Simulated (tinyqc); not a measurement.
# MOSFET in saturation, small-signal circuit and noise: what changes with what

Bias by the inversion coefficient IC = I/Ispec (charge-based model with velocity saturation; weak inversion below 0.1, strong above 10). Common-source circuit: gm, gds, Cgs, Cgd and Cj at the inner nodes, Rg in series with the gate; quasi-static, no source or drain resistance, no gate-body capacitance, no substrate network, no induced gate noise, so fmax is an upper estimate.

Values chosen for this exercise: temperature T = 293 K; gate length L = 130 nm; total gate width W = 5 um; gate capacitance Cox = 1.27 uF/cm^2; mobility mu = 220 cm^2/(V s); slope factor n = 1.35; velocity-saturation length Ls = 20 nm; ratio gds/gm sg = 0.045; overlap and fringe capacitance per side Cov = 0.29 fF/um; drain junction capacitance Cj = 0.7 fF/um; sheet resistance of the gate Rsh = 10 ohm; finger width Wf = 1 um; gate contact and vertical resistance Rc = 50 ohm um; inversion coefficient IC = 40; short-channel excess of the noise factor gw = 0.08; oxide trap density Nt = 6.8e16 cm^-3 eV^-1; tunnelling length into the oxide lt = 0.1 nm; Coulomb scattering coefficient ac = 3000 V s/C.

Constants: q = 1.602176634e-19 C, kB = 1.380649e-23 J/K, Vt = kB T/q. Results are converted to the units shown.

Each table varies one quantity; the others keep the values above.

## Gains against frequency

Ispec = 2 n mu Cox (W/L) Vt^2, lc = Ls/L, gms = [sqrt((lc IC + 1)^2 + 4 IC) - 1]/[2 + lc (lc IC + 1)], gm = gms Ispec/(n Vt), gds = sg gm. qs = [sqrt(1 + 4 IC) - 1]/2, Cgs = Cox W L qs (2 qs + 3)/(3 (qs + 1)^2) + Cov W, Cgd = Cov W, Cd = Cj W, Rg = Rsh (Wf/L)/(12 Nf) + Rc/W with Nf = W/Wf fingers (not rounded) contacted at both ends. fT = gm/(2 pi (Cgs + Cgd)), fmax = fT/(2 sqrt(Rg (gds + 2 pi fT Cgd))). Inner admittances at w = 2 pi f: y11 = i w (Cgs + Cgd), y12 = -i w Cgd, y21 = gm - i w Cgd, y22 = gds + i w (Cgd + Cd). Invert to Z, add Rg to Z11 and invert back to Y. |h21| = |Y21/Y11|; U = |Y21 - Y12|^2/(4 [Re Y11 Re Y22 - Re Y12 Re Y21]). MSG = |Y21/Y12|; stability factor k = [2 Re Y11 Re Y22 - Re(Y12 Y21)]/|Y12 Y21|.

The same in every row: f sqrt(U) (GHz) = 304.3.

Results:

| f (GHz) | \|h21\| (dB) | U (dB) | MSG (dB) | k |
|---|---|---|---|---|
| 0.47 | 40.08 | 56.22 | 27.43 | 0.002468 |
| 0.89 | 34.54 | 50.68 | 24.66 | 0.004673 |
| 1.7 | 28.92 | 45.06 | 21.84 | 0.008926 |
| 3.1 | 23.70 | 39.84 | 19.24 | 0.01628 |
| 11 | 12.71 | 28.84 | 13.74 | 0.05770 |
| 20 | 7.531 | 23.65 | 11.15 | 0.1047 |
| 38 | 2.022 | 18.07 | 8.397 | 0.1974 |

Estimate the missing row, f = 5.8 GHz.

Computed row:

| f (GHz) | \|h21\| (dB) | U (dB) | MSG (dB) | k |
|---|---|---|---|---|
| 5.8 | 18.26 | 34.40 | 16.52 | 0.03045 |

With this row back in the table: Over the table |h21| falls by 20.0 dB a decade, U by 20.0 and MSG by 9.98. The product f sqrt(U) stays at 304 GHz, against fmax = 304 GHz from the formula. k stays below one in all rows, so the device is only conditionally stable. In every row fmax exceeds 4 fT, where channel resistance and substrate losses, left out here, would cap it.

## Integrated noise against bandwidth

Channel noise Sid = 4 kB T gam n gm with gam = (1/2 + (2/3) qs)/(1 + qs) + gw lc IC, qs = [sqrt(1 + 4 IC) - 1]/2, lc = Ls/L (the last term an empirical rise with velocity saturation); at the gate, white noise Sw = Sid/gm^2 + 4 kB T Rg. Number fluctuation with correlated mobility: S(f) = K/f, K = q^2 Vt lt Nt/(W L Cox^2) (1 + ac mu Cox I/gm)^2, Vt in eV with Nt per eV. Corner fc = K/Sw. Mean square from f1 = 1 Hz to B: Sw (B - f1) + K ln(B/f1).

Results:

| B (Hz) | spot noise at B (nV/Hz^0.5) | white part (uV rms) | 1/f part (uV rms) | total (uV rms) |
|---|---|---|---|---|
| 1000 | 258.7 | 0.1031 | 21.50 | 21.50 |
| 10000 | 81.88 | 0.3263 | 24.83 | 24.83 |
| 1e5 | 26.08 | 1.032 | 27.76 | 27.78 |
| 1e6 | 8.808 | 3.263 | 30.41 | 30.58 |
| 1e7 | 4.164 | 10.32 | 32.85 | 34.43 |
| 1e9 | 3.273 | 103.2 | 37.24 | 109.7 |

Estimate the missing row, B = 1e8 Hz.

Computed row:

| B (Hz) | spot noise at B (nV/Hz^0.5) | white part (uV rms) | 1/f part (uV rms) | total (uV rms) |
|---|---|---|---|---|
| 1e8 | 3.364 | 32.63 | 35.11 | 47.94 |

With this row back in the table: The 1/f part adds the same power, K ln 10, in each decade and grows only from 21.5 to 37.2 uV; the white part grows as sqrt(B). It overtakes the 1/f part by B = 1e9 Hz among the rows, above the corner fc = 6.29e6 Hz of the spot noise.

## Effect of the inversion coefficient on speed and noise

Same model as above.

Corner fc = K/Sw. IC is held fixed.

The same in every row: Rg (ohm) = 11.282.

Effect of the inversion coefficient on speed and noise:

| IC | I (uA) | fT (GHz) | fmax (GHz) | sqrt(Sw) (nV/Hz^0.5) | fc (MHz) |
|---|---|---|---|---|---|
| 0.03 | 0.55491 | 0.80210 | 42.167 | 26.444 | 0.063713 |
| 0.1 | 1.8497 | 2.1998 | 69.399 | 15.102 | 0.19609 |
| 0.3 | 5.5491 | 4.6732 | 100.00 | 9.5282 | 0.49698 |
| 1 | 18.497 | 9.1862 | 137.87 | 6.2252 | 1.1904 |
| 3 | 55.491 | 16.015 | 179.60 | 4.5461 | 2.3249 |
| 10 | 184.97 | 28.165 | 235.85 | 3.5365 | 4.1972 |
| 30 | 554.91 | 43.347 | 291.10 | 3.2340 | 5.9536 |

What does the comparison show?

As IC goes from 0.03 to 30, fT rises from 0.802 to 43.3 GHz, fmax rises from 42.2 to 291 GHz, the white noise falls from 26.4 to 3.23 nV/Hz^0.5 and the corner rises from 0.0637 to 5.95 MHz. In every row fmax exceeds 4 fT, where channel resistance and substrate losses, left out here, would cap it.

tinyqc, about 0.01 s, one thread, Intel Xeon 2.30GHz (shared host): `OMP_NUM_THREADS=1 python tinyqc.py 2150140 2150141 out.jsonl`
